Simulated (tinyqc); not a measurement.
Type-II superlattice in the two-band Kane model: sweeps and comparisons. A value that a table varies takes the place of the one given here.

Motion along the axis, period d = a + b, c = hbar^2/2m0. Conduction and light-hole bands couple: (E - Ec)(E - Ev) = Ep c k^2 in each layer, with mass m(E) = (E - Ev)/Ep, which may be negative. The conduction envelope psi and psi'/m(E) are continuous; a layer carries them by [[cos kt, (m/k) sin kt], [-(k/m) sin kt, cos kt]] (cosh and sinh for k^2 < 0), and cos(q d) = tr(M_B M_A)/2. C1 is the first miniband above EvB, with its bottom at tr/2 = +1 and its top at -1; the gap is the bottom of C1 less the top heavy-hole level HH1.

Heavy holes are uncoupled: with e = EvB - E, p = sqrt(mhB e/c), w = sqrt(mhA (EvB - EvA - e)/c), the top level HH1 at q = 0 solves (p/mhB) tan(p b/2) = (w/mhA) tanh(w a/2).

Constants: hbar^2/2m0 = 3.80998211 eV angstrom^2; hc = 1239.841984 eV nm.

Parameters, chosen for this exercise (near those of an InAs/GaSb superlattice; not measured data): b = 27 angstrom (layer B); EcA = 0 eV (conduction edge of A); EvA = -0.422 eV (valence edge of A); EcB = 0.932 eV (conduction edge of B); EvB = 0.117 eV (valence edge of B); EpA = 14.6 eV (coupling energy in A); EpB = 17.9 eV (coupling energy in B); mhA = 0.35 m0 (heavy hole in A); mhB = 0.27 m0 (heavy hole in B); As = (23, 27, 34, 48, 52, 62, 78) angstrom (widths of layer A); a = 25 angstrom (layer A).

## Width of layer A

Bottom of C1 (tr/2 = +1, above EvB), HH1, the gap and hc/gap; widths at which C1 no longer starts above EvB are left out.

Results:

| a (angstrom) | C1 (eV) | HH1 (eV) | gap (meV) | cut-off (micrometre) |
|---|---|---|---|---|
| 23 | 0.4001 | 0.0254 | 374.7 | 3.31 |
| 27 | 0.3529 | 0.0249 | 328.0 | 3.78 |
| 34 | 0.2881 | 0.0246 | 263.5 | 4.71 |
| 48 | 0.2024 | 0.0245 | 177.9 | 6.97 |
| 52 | 0.1849 | 0.0245 | 160.3 | 7.73 |
| 62 | 0.1498 | 0.0245 | 125.3 | 9.90 |

What does this show, and why?

From a = 23 to 62 angstrom C1 falls by 250 meV while HH1 moves by -0.9 meV, so layer A tunes the gap, from 375 to 125 meV. The cut-off shifts by 0.118 micrometre per angstrom at the thin end and 0.216 at the thick end: long wavelengths need tight control of the thickness.

## One band or two

Bottom of C1. One band: (k/mA) tan(k a/2) = (kappa/mB) tanh(kappa b/2) with the edge masses (Ec - Ev)/Ep and barrier EcB - EcA. Second row: mA replaced by m(E). The last column is measured against two bands.

Results:

| model | C1 (eV) | gap (meV) | error (meV) |
|---|---|---|---|
| one band, edge masses | 0.3724 | 347.3 | -3.0 |
| m(E) in A only | 0.3405 | 315.3 | -35.0 |
| two bands | 0.3754 | 350.3 | 0.0 |

mA = 0.0289 m0
mB = 0.0455 m0

What can be read from the table?

With edge masses C1 errs by -3 meV, 1 % of the gap. The heavier m(E) in A changes it by -32 meV; the treatment of B changes it by +35 meV, since C1 lies 258 meV above the valence edge of B, where its mass is 0.0144 instead of 0.0455.

## What each parameter does

Bottom and width of C1, HH1 and the gap. Each row changes one parameter from the base and keeps the others.

Results:

| case | C1 (eV) | width (meV) | HH1 (eV) | gap (meV) |
|---|---|---|---|---|
| base | 0.3754 | 155.2 | 0.0251 | 350.3 |
| a = 22 angstrom | 0.4134 | 174.1 | 0.0256 | 387.8 |
| b = 30 angstrom | 0.3878 | 133.0 | 0.0377 | 350.1 |
| EvB = 0.097 eV | 0.3741 | 151.2 | 0.0063 | 367.8 |
| EcB = 0.982 eV | 0.3875 | 145.1 | 0.0251 | 362.3 |
| EvA = -0.452 eV | 0.3728 | 152.9 | 0.0235 | 349.3 |
| EpA = 15.8 eV | 0.3808 | 161.9 | 0.0251 | 355.6 |
| mhB = 0.31 m0 | 0.3754 | 155.2 | 0.0306 | 344.8 |

How do the results move?

The largest shifts from the base row, up to three for each result and ties (the steps differ in size, so this ranks the rows, not the parameters). C1 (eV): a +0.0380, b +0.0124, EcB +0.0120; unchanged at the printed digits by mhB. width (meV): b -22.2, a +18.9, EcB -10.1; unchanged at the printed digits by mhB. HH1 (eV): EvB -0.0188, b +0.0126, mhB +0.0055; unchanged at the printed digits by EcB and EpA. gap (meV): a +37.5, EvB +17.5, EcB +12.0.

Run: tinyqc, `OMP_NUM_THREADS=1 python tinyqc.py 1250235 1250236 out.jsonl`; Intel(R) Xeon(R) Processor @ 2.30GHz, one thread, shared host; about 0.02 s of CPU time with all checks.
